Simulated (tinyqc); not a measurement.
What each parameter does: model-solid line-up of a strained alloy layer on a substrate.

All values of the alloy are linear in x but the gap, Eg(x) = (1 - x) Eg_A + x Eg_B - C x (1 - x), and the valence edge, Ev(x) = (1 - x) Ev_A + x Ev_B + fv C x (1 - x); Ec = Ev + Eg. Ev is the top of the unstrained valence band on a scale common to all materials. In the layer only the Gamma valley of the conduction band is followed, also where an X or L valley would lie lower.

Coherent growth on a (001) face: e_par = (a_s - a)/a, e_perp = -2 (C12/C11) e_par; exx = eyy = e_par, ezz = e_perp, no shear.

Strained edges: Ec + ac tr(e); the valence edges are Ev plus the levels of the 6 x 6 matrix of X, Y, Z times spin with -Dso/3 + l exx + m (eyy + ezz) on the diagonal (cyclic), n exy off it, l = av + 2 b, m = av - b, n = sqrt(3) d. Spin-orbit term (Dso/3) L.sigma on X, Y, Z with (L_k)_ij = -i epsilon_kij: <X+|H|Y+> = -i Dso/3, <X+|H|Z-> = Dso/3, <Y+|H|Z-> = -i Dso/3, <Z+|H|X-> = -Dso/3, <Z+|H|Y-> = i Dso/3, <X-|H|Y-> = i Dso/3, and their conjugates; + and - are the spin along z.

dEc = Ec(substrate) - Ec(layer), dEv = Ev(layer) - Ev(substrate); positive values confine the carrier in the layer. Type I: both of one sign; type II: opposite signs; type III: the gaps do not overlap.

Parameters, chosen for this exercise (A near GaAs, B near AlAs, substrate near GaAs; shifted at random, so the results belong to these values and not to a real crystal):

| symbol | value | unit | meaning |
|---|---|---|---|
| a | (5.661, 5.667) | angstrom | lattice constant of A, B |
| Eg | (1.504, 3.079) | eV | gap at Gamma to the s-like level of A, B |
| Dso | (0.344, 0.282) | eV | spin-orbit splitting of A, B |
| Ev | (-0.79, -1.32) | eV | top of the unstrained valence band of A, B |
| ac | (-7.12, -5.58) | eV | conduction deformation potential of A, B |
| av | (1.15, 2.44) | eV | valence hydrostatic potential of A, B |
| b | (-2, -2.32) | eV | tetragonal shear potential of A, B |
| d | (-4.83, -3.44) | eV | trigonal shear potential of A, B |
| C11 | (123.7, 125.1) | GPa | of A, B |
| C12 | (57.4, 53.8) | GPa | of A, B |
| C44 | (59.5, 54.9) | GPa | of A, B |
| C | 0.355 | eV | bowing of the gap |
| fv | 0.3 |  | share of the bowing taken by the valence edge |
| a_s | 5.661 | angstrom | substrate |
| Eg_s | 1.504 | eV | lowest gap of the substrate |
| Ev_s | -0.79 | eV | substrate valence edge |
| face | 001 |  | growth face |
| x | 0.96 |  | fraction of B |

Strained gap, valence splitting and offsets.

One parameter was then changed.

Results before and after:

| case | gap (eV) | splitting (meV) | dEc (eV) | dEv (eV) |
|---|---|---|---|---|
| base | 3.0073 | 8.6 | -1.0002 | -0.5031 |
| changed | 2.5875 | 6.4 | -0.7191 | -0.3645 |

Which of these changes was made? (a) x = 0.73; (b) C = 0.455 eV; (c) fv = 0.5; (d) Ev_s = -0.74 eV; (e) C12 = (66.01, 61.87) GPa; (f) ac = (-8.188, -6.417) eV; (g) d = (-5.554, -3.956) eV; (h) a_s = 5.641 angstrom.

Answer: (a) x = 0.73. Of the candidates, run in turn, only this one gives the changed row.

All candidates:

| case | gap (eV) | splitting (meV) | dEc (eV) | dEv (eV) |
|---|---|---|---|---|
| base | 3.0073 | 8.6 | -1.0002 | -0.5031 |
| x = 0.73 | 2.5875 | 6.4 | -0.7191 | -0.3645 |
| a_s = 5.641 angstrom | 3.0243 | 36.2 | -1.0228 | -0.4975 |
| C = 0.455 eV | 3.0034 | 8.6 | -0.9975 | -0.5020 |
| fv = 0.5 | 3.0073 | 8.6 | -1.0029 | -0.5004 |
| Ev_s = -0.74 eV | 3.0073 | 8.6 | -0.9502 | -0.5531 |
| ac = (-8.188, -6.417) eV | 3.0083 | 8.6 | -1.0012 | -0.5031 |
| d = (-5.554, -3.956) eV | 3.0073 | 8.6 | -1.0002 | -0.5031 |
| C12 = (66.01, 61.87) GPa | 3.0059 | 9.2 | -0.9994 | -0.5025 |

Program tinyqc; command `OMP_NUM_THREADS=1 python tinyqc.py 1050568 1050569 out.jsonl`; about 0.02 s on one thread of a shared Intel(R) Xeon(R) Processor @ 2.30GHz.
